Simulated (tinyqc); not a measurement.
Inside a calculation: electrons shared among three sets of ellipsoidal valleys. Values are carried at full precision from step to step, so a last printed digit may differ when a step is redone from the rounded ones.

Constants: hbar^2/2m0 = 3.80998211 eV angstrom^2; kB = 8.617333262e-05 eV/K.

Values chosen for the exercise (masses and offsets near those of GaP; mobilities are free inputs, held fixed; not measured data): ml = (2.057, 1.207, 0.128) m0 (longitudinal masses of X, L, Gamma); mt = (0.2527, 0.1508, 0.128) m0 (transverse masses); M = (3, 4, 1) (valleys in each set); T = 600 K; dE = (0, 0.311, 0.432) eV (edges of X, L, Gamma above the first); n = 3.4e+19 1/cm^3 (total electron density); mu = (270, 350, 1600) cm^2/(V s) (mobility of each set).

## Masses of each set

One valley: m_d = (ml mt^2)^(1/3). Whole set: m_de = M^(2/3) m_d. Mean over three axes: 1/m_c = (1/ml + 2/mt)/3. Anisotropy K = ml/mt.

m_d, m_de, m_c (m0) and K of each set:

| set | m_d | m_de | m_c | K |
|---|---|---|---|---|
| X | 0.5083 | 1.0574 | 0.3571 | 8.14 |
| L | 0.3016 | 0.7601 | 0.2129 | 8.00 |
| Gamma | 0.1280 | 0.1280 | 0.1280 | 1.00 |

m_de/m_c is 2.96 for X, 3.57 for L, 1.00 for Gamma: many anisotropic valleys give many states at a light conductivity mass. m_c is the mean over three axes; a set that holds only some of the equivalent valleys conducts with a mass that depends on direction.

## Effective densities of states

N_i = M_i times N = 2 (m kB T/(4 pi c))^(3/2) with c = hbar^2/2m0, in 1/angstrom^3; times 1e24 for 1/cm^3, with m = (ml mt^2)^(1/3).

kT = 0.051704 eV

N_i (1/cm^3): X 7.7172e+19, L 4.7036e+19, Gamma 3.2504e+18

## Fermi level and populations

F_j(eta) = (1/Gamma(j + 1)) integral_0^infinity x^j dx/(1 + exp(x - eta)), which tends to exp(eta) for eta << 0.

Solve n = sum_i N_i F_1/2((EF - dE_i)/kT), energies from the edge of the first set.

EF = -0.0345 eV

eta_i: X -0.67, L -6.68, Gamma -9.02

n_i (1/cm^3): X 3.39e+19, L 5.89e+16, Gamma 3.92e+14

shares: X 0.9983, L 0.0017, Gamma 0.0000

X holds most electrons (99.8 %). Boltzmann weights N_i exp(-dE_i/kT) would give L a share of 0.0015.

## Drift and Hall mobility of the mixture

With f_i the shares, mu_drift = sum f_i mu_i; low-field Hall mobility mu_H = sum f_i mu_i^2/mu_drift (scattering and anisotropy factors set to 1); the Hall density is n mu_drift/mu_H; rho = 1/(e n mu_drift), e = 1.602176634e-19 C.

mu_drift = 270 cm^2/(V s)
mu_H = 270 cm^2/(V s)
Hall density = 3.40e+19 1/cm^3
rho = 0.000680 ohm cm

A Hall measurement would read 100.0 % of the true density. The mobilities are of the size met in pure crystals; at this density impurities would cut them and raise rho, by a factor of two to ten or more depending on crystal and density.

## Checks

- Share of L at n = 1e10 1/cm^3 against the Boltzmann weight: both 0.001486.

Program tinyqc; command `OMP_NUM_THREADS=1 python tinyqc.py 1651956 1651957 out.jsonl`; about 0.01 s on one thread of a shared Intel(R) Xeon(R) Processor @ 2.30GHz.
